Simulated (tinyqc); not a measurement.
From results back to parameters: six-band k.p model of the valence band of a wurtzite crystal.

Problem. In the quasi-cubic model the splittings of an unstrained wurtzite crystal obey (E1 - E2) + (E1 - E3) = Dcr + Dso and (E1 - E2)(E1 - E3) = (2/3) Dcr Dso. The two splittings are given, and it is known that Dcr > Dso.

E1 - E2, E1 - E3 (meV): 4.6240  53.6760

Find: sum; product; Dcr; Dso.

Solution. Dcr and Dso are the roots of t^2 - S t + (3/2) P = 0; the energies alone cannot tell which is which, since the formulas are symmetric in the two.

sum = 58.30 meV
product = 248.2 meV^2
Dcr = 51.0 meV
Dso = 7.3 meV

tinyqc: `OMP_NUM_THREADS=1 python tinyqc.py 1080775 1080776 out.jsonl`; about 0.01 s, one thread, shared Intel(R) Xeon(R) Processor @ 2.30GHz.
